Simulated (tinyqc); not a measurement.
Schottky diode by thermionic emission with image-force lowering and series resistance: one step of the calculation.

Metal on an n-type semiconductor with one parabolic valley; V > 0 is forward bias (metal positive). I = I0 [exp(Vj/(n Vt)) - 1] with Vj = V - I Rs; I0 = S A* T^2 exp(-(phi - dphi)/Vt), the lowering dphi taken at zero bias.

Question. Current and small-signal resistance. I = I0 [exp(Vj/(n Vt)) - 1], dV/dI = Rs + n Vt/(I + I0).

Parameters, values chosen for the exercise; band and dielectric values close to those of In0.53Ga0.47As:
```
symbol  value  unit            meaning
T         300     K        temperature
n        1.17          ideality factor
Rs          3   ohm  series resistance
```

Constants: q = 1.602176634e-19 C, kB = 1.380649e-23 J/K, Vt = kB T/q. Results are converted to the units shown.

I0 = 3.3557835e-6 A
converged Vj = 0.30431354 V

Wanted: I; drop over Rs; dV/dI.

Answer.

I = 78.56 mA
drop over Rs = 0.2357 V
dV/dI = 3.385 ohm

Numbers from tinyqc (`OMP_NUM_THREADS=1 python tinyqc.py 2640127 2640128 out.jsonl`; about 0.01 s on one thread of a shared Intel Xeon 2.30GHz).
